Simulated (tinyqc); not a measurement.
Changing the mass of the heavy element at fixed Z and stopping: Rutherford backscattering from a thin compound film on silicon: kinematics, yields, composition and thickness. Computed by tinyqc, a small Python program. Command: `OMP_NUM_THREADS=1 python tinyqc.py 3020347 3020348 out.jsonl rbs sweep`. One thread of a shared host (Intel(R) Xeon(R) Processor @ 2.30GHz), about 0.01 s of CPU time with the checks.

Singly charged helium ions (Z1 = 2, M1 = 4.0026 u) enter at the tilt angle a1 to the normal and leave at a2 = |180 - theta - tilt| in the same plane. The film is A B_x.

Inputs (values chosen for the exercise, modelled on a helium beam on NiSi):
```
quantity                                value           unit
beam energy E0                            2.3            MeV
scattering angle theta                    150        degrees
tilt of the sample                          0        degrees
heavy element: stopping eps_A at 2 MeV     71  1e-15 eV cm^2
light element: mass M_B                 28.09              u
light element: stopping eps_B at 2 MeV   49.5  1e-15 eV cm^2
atoms of B per atom of A, x             0.906              -
atomic density of the film               80.5         1/nm^3
film thickness d                           41             nm
detector resolution (FWHM)                 16            keV
```

Method:
- Kinematic factor K = [(sqrt(M^2 - M1^2 sin^2 theta) + M1 cos theta)/(M + M1)]^2.
- Surface edges lie at K E0; substrate silicon has M = 28.09 u. Mass resolution at M_A = resolution/(E0 dK/dM).
- Stopping per atom eps(E) = eps(2 MeV) (E/2 MeV)^(-0.4) (a law chosen for the exercise); Bragg rule eps_film = (eps_A + x eps_B)/(1 + x); areal density N d, with 1/nm^2 = 0.1 x 1e15/cm^2.
- Width of the signal of element i: [K_i eps(E0)/cos a1 + eps(K_i E0)/cos a2] N d; depth resolution = resolution x d/width of A; energy lost on the way in = eps(E0) N d/cos a1.

One run for each value:
```
heavy element: mass M_A (u)  mass resolution at M_A (u)  depth resolution (nm)
30                                                 0.68                  17.15
45                                                 1.30                  16.98
60                                                 2.14                  16.83
80                                                 3.58                  16.67
110                                                6.45                  16.53
140                                               10.15                  16.44
170                                               14.69                  16.37
200                                               20.06                  16.33
```

Describe and explain the trends.

Over the rows, mass resolution at M_A (u) rises from 0.679 to 20.1 (exponent d ln y / d ln x 1.6 between the first rows and 1.9 between the last); depth resolution (nm) falls from 17.1 to 16.3 (exponent d ln y / d ln x -0.023 between the first rows and -0.017 between the last). For M much above M1, 1 - K falls as 1/M, so dK/dM falls as 1/M^2.

Caution (all rows): the silicon signal of the film merges with that of the substrate, so only the width of A can be read directly.
